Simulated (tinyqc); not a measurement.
MOS inversion layer, Poisson-Schroedinger loop: one step of the calculation.

Electrons confined at an insulator interface at z = 0, treated as a hard wall; parabolic valleys, Hartree approximation, no image or exchange terms. The depletion charge lies far deeper than the electrons and gives a uniform field q Nd/(eps0 eps_r); the gate balances all charge. Energies are counted from the band edge at the interface.

Question. Closed-form estimates. Triangular well: E_k = a_k (C F^2/mz)^(1/3), a_1 = 2.338107, a_2 = 4.087949, C = hbar^2/(2 m0), F in eV/nm. Fang-Howard (all electrons in the lowest level of set A): b^3 = 6 (mz1/C) q (Nd + 11 Ns/32)/(eps0 eps_r), centroid 3/b, level C b^2/(4 mz1) + (3/b) q (Nd + 11 Ns/16)/(eps0 eps_r). Use F = q (Nd + Ns)/(eps0 eps_r), the surface field, and F = q (Nd + Ns/2)/(eps0 eps_r).

Parameters, values chosen for the exercise; masses and permittivity close to those of germanium (111): relative permittivity eps_r = 15.8; mass along z of valley set A (1 valley(s)) mz1 = 1.56 m0; sheet density of electrons Ns = 1.4e13 cm^-2; sheet density of depletion charge Nd = 2.2e11 cm^-2.

Constants: q = 1.602176634e-19 C, hbar = 1.054571817e-34 J s, m0 = 9.1093837015e-31 kg, eps0 = 8.8541878128e-14 F/cm where lengths are in cm, hbar^2/(2 m0) = 0.0380998212 eV nm^2. Results are converted to the units shown.

Give: A1 with the surface field; A1 with Nd + Ns/2; A2 with Nd + Ns/2; b; Fang-Howard centroid; Fang-Howard level.

Answer.

A1 with the surface field = 0.20230 eV
A1 with Nd + Ns/2 = 0.12875 eV
A2 with Nd + Ns/2 = 0.22511 eV
b = 2.4192 1/nm
Fang-Howard centroid = 1.2401 nm
Fang-Howard level = 0.17555 eV

Computed by the program tinyqc: `OMP_NUM_THREADS=1 python tinyqc.py 2160014 2160015 out.jsonl`, one thread of a shared Intel Xeon 2.30GHz, about 1 s for the whole run.
